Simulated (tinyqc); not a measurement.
Changing the anneal temperature: implant damage, amorphisation by cascade overlap, and solid-phase epitaxial regrowth. Computed by tinyqc, a small Python program. Command: `OMP_NUM_THREADS=1 python tinyqc.py 3113402 3113403 out.jsonl sper sweep`. One thread of a shared host (Intel(R) Xeon(R) Processor @ 2.30GHz), about 0.01 s of CPU time with the checks.

Range and width of the damage are inputs. Dynamic annealing enters only through the surviving share f.

Inputs (values chosen for the exercise, modelled on phosphorus ions in germanium):
```
quantity                           value    unit
atomic density N                    44.2  1/nm^3
ion Z1                                15       -
ion mass M1                           31       u
target Z2                             32       -
target mass M2                     72.63       u
ion energy E                         150     keV
displacement energy E_d               16      eV
depth of the damage peak R_d          88      nm
width of the damage profile s_d       55      nm
share of defects that survive f      0.6       -
critical displaced share x_c       0.092       -
dose Q                           1.9e+14  1/cm^2
regrowth prefactor v0            2.7e+16    nm/s
regrowth energy E_a                 2.15      eV
rate relative to (100)              0.33       -
peak enhancement by the dopant       3.5       -
```

Constants: a_0 = 0.529177210903 angstrom; e^2/(4 pi eps_0) = 14.39964548 eV angstrom; k_B = 8.617333262e-05 eV/K.

Method:
- Robinson partition: eps = E a M2/(Z1 Z2 (e^2/(4 pi eps_0)) (M1 + M2)), a = 0.8853 a_0/sqrt(Z1^(2/3) + Z2^(2/3)); k = 0.0793 Z1^(2/3) Z2^(1/2) (M1 + M2)^(3/2)/((Z1^(2/3) + Z2^(2/3))^(3/4) M1^(3/2) M2^(1/2)); damage energy T_d = E/(1 + k (eps + 0.40244 eps^(3/4) + 3.4008 eps^(1/6))); displacements nu = 0.8 T_d/(2 E_d).
- Displaced share x(z) = f nu Q exp(-(z - R_d)^2/(2 s_d^2))/(sqrt(2 pi) s_d N); the layer is amorphous where x > x_c, between R_d -/+ s_d sqrt(2 ln(x_max/x_c)), the upper edge being cut at the surface. Threshold dose Q_c = Q x_c/x_max.
- v = v0 x orientation factor x exp(-E_a/(k_B T)) x [1 + (enhancement - 1) exp(-(z - R_d)^2/(2 s_d^2))], T = anneal temperature + 273.15 K; the dopant is taken to follow the damage profile; the lower front moves from the lower edge z2 to the surface, or to the middle (z1 + z2)/2 of a buried layer with upper edge z1; time = int dz/v; the equivalent undoped distance is that time times the undoped velocity.

One run for each value:
```
anneal temperature (C)  undoped velocity (nm/s)  time with enhancement (s)  time without enhancement (s)
259                                   3.873e-05                  7.872e+05                     2.125e+06
289                                   4.729e-04                  6.448e+04                     1.741e+05
319                                   4.480e-03                  6.806e+03                     1.837e+04
349                                   3.417e-02                  8.924e+02                     2.409e+03
379                                   2.162e-01                  1.411e+02                     3.808e+02
409                                   1.163e+00                  2.622e+01                     7.078e+01
439                                   5.428e+00                  5.617e+00                     1.516e+01
469                                   2.237e+01                  1.363e+00                     3.679e+00
499                                   8.259e+01                  3.692e-01                     9.965e-01
529                                   2.766e+02                  1.103e-01                     2.976e-01
```

Describe the trends.

Over the rows, undoped velocity (nm/s) rises from 3.87e-5 to 277; time with enhancement (s) falls from 787000 to 0.110; time without enhancement (s) falls from 2.12e6 to 0.298.
